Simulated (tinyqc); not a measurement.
From lone donors to an impurity band: impurity band of shallow donors (Hubbard estimate).

Constants: e^2/(4 pi eps0) = 14.39964547 eV angstrom.

Inputs chosen for the exercise (out of a larger set: near those of two donors in Si; not measured data):
- a = 19.4 angstrom (orbital radius)
- eps = 11.4 (dielectric constant)
- Ns = (0.024, 0.059, 0.14, 0.36, 0.83, 1.8, 3.6) x 1e18/cm^3 (donor densities)

Donors on a simple cubic lattice of spacing R = N^(-1/3) (1/angstrom^3 = 1e24/cm^3), Ha* = q/(eps a), q = e^2/(4 pi eps0), x = R/a. Hopping t = Ha* (1 + x) exp(-x), band width B = 12 t, on-site repulsion U = (5/8) Ha*; the gap closes near B/U = 1.15. Valley factors and disorder are left out.

Results:
```
N (1e18/cm^3)  R (angstrom)  N^(1/3) a   t (meV)   B (meV)       B/U
0.024                 346.7      0.056  2.13e-05  0.000256  6.28e-06
0.059                 256.9      0.076   0.00165    0.0198  0.000486
0.36                  140.6      0.138     0.383      4.59     0.113
0.83                  106.4      0.182      1.75      21.0     0.517
1.8                    82.2      0.236      4.93      59.1      1.45
3.6                    65.2      0.297      9.84       118      2.90
```

Give the missing row, N (1e18/cm^3) = 0.14.

Computed row:
```
N (1e18/cm^3)  R (angstrom)  N^(1/3) a  t (meV)  B (meV)     B/U
0.14                  192.6      0.101   0.0347    0.417  0.0102
```

B/U passes 1.15 between 0.83 and 1.8 x 1e18/cm^3; the root is x = 4.52, N^(1/3) a = 0.221, N = 1.5 x 1e18/cm^3, below the 2.4 that the empirical rule N^(1/3) a = 0.26 gives; the estimate is rough, since random positions, the overlap of the orbitals and screening are left out. While N grows by 150 times, t grows by 4.62e+05 times.

Run: tinyqc, `OMP_NUM_THREADS=1 python tinyqc.py 1251048 1251049 out.jsonl`; Intel(R) Xeon(R) Processor @ 2.30GHz, one thread, shared host; about 0.01 s of CPU time with all checks.
